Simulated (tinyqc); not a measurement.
Single-oscillator infrared dielectric function of a polar cubic crystal: one step, computed by the program tinyqc. Command: `OMP_NUM_THREADS=1 python tinyqc.py 3020497 3020498 out.jsonl infrared walk`. One thread of a shared host (Intel(R) Xeon(R) Processor @ 2.30GHz), about 0.01 s of CPU time with the checks.

One ion pair, charges +Z* and -Z*, in a cell of volume Omega = a^3/4. Frequencies omega are given as wavenumbers (1/cm); eps_s is the static dielectric constant.

Task: Surface and particle modes. Without damping, eps(omega) = -x eps_m gives omega^2 = omega_TO^2 (eps_s + x eps_m)/(eps_inf + x eps_m): x = 1 for a flat surface at large wave vector, x = 2 for the dipole mode of a small sphere. The reflectivity R for light from vacuum (not from the medium eps_m) vanishes where eps = 1, omega^2 = omega_TO^2 (eps_s - 1)/(eps_inf - 1).

Inputs (values chosen for the exercise, modelled on sodium chloride): omega_TO = 161 1/cm; eps_inf = 2.29; eps_m of the surrounding medium = 3.9.

Structure: rock salt. Free carriers: absent.

eps_s = 5.829935

Give: surface mode; sphere mode; zero of R.

Result:

surface mode = 201.85 1/cm

sphere mode = 187.12 1/cm

zero of R = 311.53 1/cm
